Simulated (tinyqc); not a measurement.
What moves transparency and gain: optical gain and spontaneous emission in a bulk direct-gap semiconductor.

Parabolic bands, vertical transitions, no excitons. For each hole band j: mr = me mj/(me + mj); joint density of states J_j(E) = (mr/c)^(3/2) sqrt(E - Eg)/(2 pi^2), both spins, c = hbar^2/2m0; averaged matrix element |e.p|^2 = m0 Ep/6; alpha_j(E) = 4 pi^2 alpha_f c Ep J_j/(3 nr E) in 1/angstrom (alpha_f the fine-structure constant, listed as alpha among the constants), times 1e8 for 1/cm.

F_j(eta) = (1/Gamma(j + 1)) integral_0^infinity x^j dx/(1 + exp(x - eta)), which tends to exp(eta) for eta << 0.

Quasi-Fermi levels: n = Nc F_1/2(Fc/kT) and p = Nv F_1/2(Fv/kT), Fc counted up from the conduction edge and Fv down from the valence edge; Nc, Nv from N = 2 (m kB T/(4 pi c))^(3/2) with c = hbar^2/2m0, in 1/angstrom^3; times 1e24 for 1/cm^3, with me and (mhh^(3/2) + mlh^(3/2))^(2/3).

For band j the electron sits at Ee = (E - Eg) mr/me above its edge and the hole at Eh = (E - Eg) mr/mj; fe = 1/(1 + exp((Ee - Fc)/kT)), fh = 1/(1 + exp((Eh - Fv)/kT)); gain g = sum_j alpha_j (fe + fh - 1).

Constants: hbar^2/2m0 = 3.80998211 eV angstrom^2; fine-structure constant alpha = 0.007297352564; kB = 8.617333262e-05 eV/K.

Inputs chosen for the exercise (near those of InP; the results hold for these values, not for the real material): Eg = 1.306 eV (direct gap); me = 0.0771 m0 (electron mass); mhh = 0.585 m0 (heavy-hole mass); mlh = 0.0854 m0 (light-hole mass); Ep = 20.8 eV (Kane energy); nr = 3.41 (refractive index); T = 350 K; n = 9.9e+17 1/cm^3 (injected density, n = p).

Transparency is Fc + Fv = 0; the peak is the largest g over E at the density n (0 if none).

One parameter was then changed.

Results before and after:
```
case,transparency density (1/cm^3),Fc + Fv (eV),peak gain (1/cm)
base,1.92e+18,-0.0544,0
changed,1.48e+18,-0.0323,0
```

Which of these changes was made? (a) T = 390 K; (b) mhh = 0.351 m0; (c) n = 1.29e+18 1/cm^3; (d) me = 0.0887 m0; (e) nr = 3.58; (f) Ep = 22.9 eV.

Answer: (b) mhh = 0.351 m0. Of the candidates, run in turn, only this one gives the changed row.

All candidates:
```
case,transparency density (1/cm^3),Fc + Fv (eV),peak gain (1/cm)
base,1.92e+18,-0.0544,0
me = 0.0887 m0,2.20e+18,-0.0636,0
mhh = 0.351 m0,1.48e+18,-0.0323,0
Ep = 22.9 eV,1.92e+18,-0.0544,0
T = 390 K,2.26e+18,-0.0742,0
n = 1.29e+18 1/cm^3,1.92e+18,-0.0337,0
nr = 3.58,1.92e+18,-0.0544,0
```

Program tinyqc; command `OMP_NUM_THREADS=1 python tinyqc.py 1652636 1652637 out.jsonl`; about 0.1 s on one thread of a shared Intel(R) Xeon(R) Processor @ 2.30GHz.
